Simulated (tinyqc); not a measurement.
Dielectric confinement in a thin film (image charges): one step. Images for a charge at the centre. Three cases, with inputs chosen for the exercise.

Task: Give lam, the first five terms (q/eps) lam^n/(n t), their sum and the closed form.

A film |z| < t/2 of dielectric constant eps between half-spaces of dielectric constant e2; lam = (eps - e2)/(eps + e2), q = e^2/(4 pi eps0). The self-energy of a band edge is taken with the high-frequency value, e2 = eh, and the field of a fixed ion with the static one, e2 = eo. A charge at z has images lam^|n| at n t + (-1)^n z. Its self-energy is S(z) = (q/2 eps) sum over n >= 1 of lam^n [1/(n t - 2z) + 1/(n t + 2z)] for odd n and 2 lam^n/(n t) for even n; at the centre S(0) = -(q/(eps t)) ln(1 - lam).

Constants: e^2/(4 pi eps0) = 14.39964547 eV angstrom.

Case 1.

Values chosen (out of a larger set: near those of an InGaAs film between layers of HfO2; not measured data): t = 32 angstrom (film thickness); eps = 13.6 (dielectric constant of the film); eh = 4 (high-frequency dielectric constant outside).

Case 2.

Values chosen (out of a larger set: near those of a Si (100) film, two-fold valleys, between layers of a low-k oxide; not measured data): t = 56 angstrom (film thickness); eps = 11.8 (dielectric constant of the film); eh = 2 (high-frequency dielectric constant outside).

Case 3.

Values chosen (out of a larger set: near those of an InGaAs film between layers of a low-k oxide; not measured data): t = 86 angstrom (film thickness); eps = 13 (dielectric constant of the film); eh = 2 (high-frequency dielectric constant outside).

Give: lam; terms; sum of five; S(0).

Result:

Case 1.

lam = 0.5455

terms (meV): 18.05  4.92  1.79  0.73  0.32

sum of five = 25.81 meV
S(0) = 26.09 meV

The surroundings screen less than the film, so the images repel and each band edge moves outwards: the gap changes by about 2 S = +52 meV. The static value 22.6 would give S(0) = -7.3 meV.

Case 2.

lam = 0.7101

terms (meV): 15.47  5.49  2.60  1.39  0.79

sum of five = 25.74 meV
S(0) = 26.99 meV

The surroundings screen less than the film, so the images repel and each band edge moves outwards: the gap changes by about 2 S = +54 meV. The static value 2.6 would give S(0) = +22.2 meV.

Case 3.

lam = 0.7333

terms (meV): 9.45  3.46  1.69  0.93  0.55

sum of five = 16.08 meV
S(0) = 17.02 meV

The surroundings screen less than the film, so the images repel and each band edge moves outwards: the gap changes by about 2 S = +34 meV. The static value 2.7 would give S(0) = +13.7 meV.

Computed by tinyqc, one run a case: `OMP_NUM_THREADS=1 python tinyqc.py N N+1 out.jsonl` with N = 1280682, 1280753, 1280854; one thread of a shared Intel(R) Xeon(R) Processor @ 2.30GHz, about 0.09 s a run at most.
